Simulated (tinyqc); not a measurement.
Which current rules in forward bias: trap-assisted generation and recombination current of an abrupt junction. Computed by tinyqc, a small Python program. Command: `OMP_NUM_THREADS=1 python tinyqc.py 3025484 3025485 out.jsonl junctionleak walk`. One thread of a shared host (Intel(R) Xeon(R) Processor @ 2.30GHz), about 0.01 s of CPU time with the checks.

Depletion approximation, flat quasi-Fermi levels across the depleted layer, long neutral regions with minority lifetimes tau_n and tau_p, full ionisation and Boltzmann statistics. Voltages in exponents stand for e V.

Inputs (values chosen for the exercise, with bands and screening modelled on GaSb):

| quantity | value | unit |
|---|---|---|
| gap E_g | 0.712 | eV |
| electron mass m_e | 0.0379 | m_0 |
| valleys M_c | 1 | - |
| hole mass m_h | 0.395 | m_0 |
| dielectric constant eps | 15.3 | - |
| acceptor density N_A | 1.8e+16 | cm^-3 |
| donor density N_D | 3.3e+17 | cm^-3 |
| capture time tau_n | 2.2e-05 | s |
| capture time tau_p | 2e-08 | s |
| trap level E_t - E_i | 0 | eV |
| electron diffusion coefficient D_n | 95 | cm^2/s |
| hole diffusion coefficient D_p | 3.8 | cm^2/s |
| temperature T | 350 | K |

Field enhancement: none.

Constants: k_B = 8.617333262e-05 eV/K; m_0 = 9.1093837015e-31 kg; k_B = 1.380649e-23 J/K; h = 6.62607015e-34 J s; e = 1.602176634e-19 C; eps_0 = 8.8541878128e-12 F/m.

Method:
- N_c = 2 M_c (2 pi m_e k_B T/h^2)^(3/2) and N_v = 2 (2 pi m_h k_B T/h^2)^(3/2), masses in units of m_0.
- n_i = sqrt(N_c N_v) exp(-E_g/2 k_B T); V_bi = (k_B T/e) ln(N_A N_D/n_i^2); diffusion saturation current J_d0 = e n_i^2 [sqrt(D_n/tau_n)/N_A + sqrt(D_p/tau_p)/N_D].
- W = sqrt(2 eps eps_0 (V_bi - V)(1/N_A + 1/N_D)/e), x_p = W N_D/(N_A + N_D), x_n = W - x_p, peak field F_m = 2 (V_bi - V)/W; reverse bias means V = -V_r.
- Potential from the p edge: phi = (V_bi - V) x^2/(x_p W) on the p side and (V_bi - V)[1 - (W - x)^2/(x_n W)] on the n side; p = N_A exp(-phi/k_B T), n = n_i^2 exp(V/k_B T)/p; U = (n p - n_i^2)/[tau_p (n + n_i exp(dE/k_B T)) + tau_n (p + n_i exp(-dE/k_B T))], dE = E_t - E_i, n1 = n_i exp(dE/k_B T), p1 = n_i exp(-dE/k_B T); J_t = e int U dx by the trapezoid rule on 400 intervals on each side.
- J_d = J_d0 (exp(V/k_B T) - 1). Ideality n = (e/k_B T) dV/d ln J, central difference of 1 mV. The rows stop just below the bias where n = 0.1 p or tau_p n = 0.1 tau_n p at the p edge, or the like at the n edge.

k_B T = 0.0301607 eV

n_i = 1.01215e+13 cm^-3

J_d0 = 2.58045e-06 A/cm^2

Forward characteristic:

| V (V) | J_t (A/cm^2) | J_d (A/cm^2) | ideality of J_t | ideality of the sum |
|---|---|---|---|---|
| 0.07 | 2.7946e-06 | 2.3701e-05 | 1.0711 | 0.9171 |
| 0.11 | 8.7505e-06 | 9.6418e-05 | 1.2414 | 0.9917 |
| 0.15 | 2.4185e-05 | 3.7033e-04 | 1.3682 | 1.0101 |
| 0.19 | 6.1139e-05 | 1.4021e-03 | 1.4940 | 1.0122 |
| 0.22 | 1.1663e-04 | 3.7954e-03 | 1.5865 | 1.0105 |
| 0.26 | 2.6140e-04 | 1.4304e-02 | 1.6988 | 1.0073 |
| 0.30 | 5.5759e-04 | 5.3887e-02 | 1.8049 | 1.0045 |
| 0.34 | 1.1330e-03 | 2.0299e-01 | 1.9528 | 1.0027 |

Diffusion rules over the whole range. The ideality of J_t alone lies between 1.07 and 1.95. Caution: one side is doped near or above its effective density of states, so Boltzmann statistics understate V_bi.

Extremes, crossings and ranges named in words are read from the listed rows.
